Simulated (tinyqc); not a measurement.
Inside a calculation. Method: coupled-perturbed Hartree-Fock on RHF in the sto-3g basis, for H2, spin multiplicity 1. The polarisability along this axis is zero because the basis has no function that the field can mix in; the real value is not. One step of it, computed by the program tinyqc.

Question. Iteration 1: diagonalisation and new density. Diagonalise F' = X^T F X, C = X C', fill 1 alpha and 1 beta electrons from the bottom; D = 2 C_occ C_occ^T. Each column has its largest component positive (the first on a tie).

Fock matrix F (hartree), order 1H 1s, 2H 1s:
```
[[-0.348632, -0.579288],
 [-0.579288, -0.348632]]
```

X, order 1H 1s, 2H 1s:
```
[[1.223387, -0.442431],
 [-0.442431, 1.223387]]
```

Give: F' = X^T F X; orbital energies; coefficients C; D after iteration 1.

Answer.

F' = X^T F X (hartree):
```
[[0.0371, -0.6030],
 [-0.6030, 0.0371]]
```

orbital energies (hartree): [-0.5659, 0.6401]

coefficients C, order 1H 1s, 2H 1s:
```
[[0.5522, 1.1779],
 [0.5522, -1.1779]]
```

D after iteration 1, order 1H 1s, 2H 1s:
```
[[0.6099, 0.6099],
 [0.6099, 0.6099]]
```
